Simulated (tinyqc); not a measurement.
Polarisation charge from two barrier thicknesses.

Inverse problem. VT = phiB - dEc - q sigma d/(eps0 eps_r). Find sigma, phiB - dEc and the thickness at which VT = 0.

Values chosen for this exercise: relative permittivity of barrier and channel eps_r = 9.4.

Constants: q = 1.602176634e-19 C, eps0 = 8.8541878128e-14 F/cm where lengths are in cm. Results are converted to the units shown.

VT for d = 18 and 28 nm (V): -5.9526378  -9.6987143

Answer. VT is linear in d.

sigma = 1.95e13 cm^-2
phiB - dEc = 0.790 V
thickness for VT = 0 = 2.11 nm

Program tinyqc, `OMP_NUM_THREADS=1 python tinyqc.py 2570025 2570026 out.jsonl`; Intel Xeon 2.30GHz, shared host, one thread, about 0.01 s.
